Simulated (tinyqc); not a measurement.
Electroplating on a thin resistive seed layer: kinetics, Wagner number and the terminal effect across a wafer: one step, computed by the program tinyqc.

Current enters the seed at the rim. The bath is treated as a local resistance per area (no lateral flow in the liquid), two electrons per ion, molar volume 7.11 cm^3/mol, Faraday constant F = e N_A, kinematic viscosity 0.01 cm^2/s, omega = 2 pi x rpm/60; k_B T/e is in volts.

Problem. Linear estimate of the terminal effect. Linearised: with R_t = kinetic + bath resistance the current density obeys (1/r)(r i')' = i R_s/R_t, so i = A I_0(r/l), l = sqrt(R_t/R_s); with x = R/l, edge/centre = I_0(x) and edge/mean = x I_0(x)/(2 I_1(x)). Voltage drop in the seed for a uniform current: i R_s R^2/4.

Inputs (values chosen for the exercise, of the order of those for copper plating on a thin cobalt or ruthenium seed): wafer radius R = 7.5 cm; mean current density = 29 mA/cm^2; temperature T = 298 K.

kinetic resistance = 1.079884 ohm cm^2

bath resistance R_b = 80.26316 ohm cm^2

sheet resistance R_s = 1.615385 ohm/square

Give: length l; x = R/l; edge over centre, linear; edge over mean, linear; drop for uniform current.

Solution.

length l = 7.096 cm

x = R/l = 1.057

edge over centre, linear = 1.299

edge over mean, linear = 1.134

drop for uniform current = 658.8 mV
